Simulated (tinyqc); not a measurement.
Buckled dimers of a reconstructed (001) surface, two dangling bonds a dimer: one step. One k point at the trial buckling. Three cases, with inputs chosen for the exercise.

Task: Form H, its levels and the weight of the lower one on the up atom, (1 + gm z/sqrt((gm z)^2 + h^2))/2 with h the off-diagonal element; k is given in pi/a.

In a dimer one atom moves up by z and the other down by z; the dangling bond of the up atom (more s-like) falls by gm z and that of the down atom rises by gm z. With all dimers tilted alike: H(k) = [[-gm z - 2 ta cos k, -tp - 2 tx cos k], [., gm z - 2 ta cos k]], k along the row in 1/a. Two electrons a dimer fill the lowest N of the 2N levels on the mesh k_j = (j + 1/2) pi/N. Total energy a dimer: W(z) = (2/N) sum of the filled levels + kf z^2. Repulsion between electrons is left out.

Case 1.

Values chosen (of the size met on diamond (001); shifted at random, so the results belong to these values and not to a real crystal): tp = 1.19 eV (pi coupling inside a dimer); ta = 0.19 eV (coupling between like atoms along the row); tx = 0.04 eV (diagonal coupling along the row); gm = 2.31 eV/angstrom (shift of a dangling bond with height); z = 0.38 angstrom (a trial buckling); k = 0.72 pi/a (wave vector along the row).

Case 2.

Values chosen (of the size met on Si(001); shifted at random, so the results belong to these values and not to a real crystal): tp = 0.37 eV (pi coupling inside a dimer); ta = 0.18 eV (coupling between like atoms along the row); tx = 0.01 eV (diagonal coupling along the row); gm = 1.89 eV/angstrom (shift of a dangling bond with height); z = 0.34 angstrom (a trial buckling); k = 0.58 pi/a (wave vector along the row).

Case 3.

Values chosen (of the size met on Ge(001); shifted at random, so the results belong to these values and not to a real crystal): tp = 0.28 eV (pi coupling inside a dimer); ta = 0.07 eV (coupling between like atoms along the row); tx = 0.01 eV (diagonal coupling along the row); gm = 1.72 eV/angstrom (shift of a dangling bond with height); z = 0.08 angstrom (a trial buckling); k = 0.3 pi/a (wave vector along the row).

Give: H; levels; weight on the up atom.

Result:

Case 1.

H (eV):
```
           up     down
up    -0.6356  -1.1390
down  -1.1390   1.1200
```

levels (eV): -1.1958  1.6802

weight on the up atom = 0.8052

Case 2.

H (eV):
```
           up     down
up    -0.5531  -0.3650
down  -0.3650   0.7321
```

levels (eV): -0.6495  0.8286

weight on the up atom = 0.9348

Case 3.

H (eV):
```
           up     down
up    -0.2199  -0.2918
down  -0.2918   0.0553
```

levels (eV): -0.4049  0.2403

weight on the up atom = 0.7133

Computed by tinyqc, one run a case: `OMP_NUM_THREADS=1 python tinyqc.py N N+1 out.jsonl` with N = 1480498, 1481569, 1481752; one thread of a shared Intel(R) Xeon(R) Processor @ 2.30GHz, about 0.05 s a run at most.
